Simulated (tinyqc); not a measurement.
Power law or saturation: oxide trap near a transistor channel: two-state multiphonon kinetics, telegraph noise and bias instability. Computed by tinyqc, a small Python program. Command: `OMP_NUM_THREADS=1 python tinyqc.py 3025788 3025789 out.jsonl oxidetrap walk`. One thread of a shared host (Intel(R) Xeon(R) Processor @ 2.30GHz), about 0.01 s of CPU time with the checks.

An n-channel device under positive gate bias. The trap is empty (state 1) or holds an electron (state 2); both states are parabolas of equal curvature, and the electron reservoir is taken at the Fermi level of the channel.

Inputs (values chosen for the exercise, with an insulator like Si3N4 on silicon):

| quantity | value | unit |
|---|---|---|
| attempt rate k_0 at the interface | 8e+11 | 1/s |
| temperature T | 400 | K |
| mean capture barrier mu_c | 1.3 | eV |
| spread of the barriers s_c | 0.25 | eV |
| saturation shift dV_max | 130 | mV |

Parts treated: one trap and an ensemble.

Constants: k_B = 8.617333262e-05 eV/K.

Method. For a normal spread of capture barriers (given for the stress field, with depth and field not resolved, k_0 being taken as the effective rate of the ensemble), traps with barrier below k_B T ln(k_0 t) are filled: dV(t) = (dV_max/2) erfc((mu_c - k_B T ln(k_0 t))/(sqrt(2) s_c)); local exponent n = d ln dV/d ln t (central difference, factor 1.01 in t). The extrapolation continues the power law fitted through 10 s and 1000 s.

Against stress time:

| t (s) | shift (mV) | local exponent | power law (mV) | shift at T + 50 K (mV) |
|---|---|---|---|---|
| 1.00e-03 | 1.15 | 0.37335 | 3.12 | 2.82 |
| 1.00e-01 | 5.34 | 0.29558 | 7.40 | 12.45 |
| 1.00e+01 | 17.53 | 0.22181 | 17.53 | 36.02 |
| 1.00e+03 | 41.56 | 0.15418 | 41.56 | 71.35 |
| 1.00e+05 | 73.58 | 0.09584 | 98.48 | 103.83 |
| 1.00e+07 | 102.51 | 0.05060 | 233.39 | 122.15 |
| 3.00e+08 | 116.74 | 0.02734 | 441.42 | 127.55 |

What follows from these numbers?

The exponent falls from 0.373 to 0.027 as the front climbs the distribution, so the power law overstates the shift at 3e8 s (about ten years) by a factor 3.78. Heating by 50 K raises the shift at 1000 s by a factor 1.72: time and temperature enter only through T ln(k_0 t).
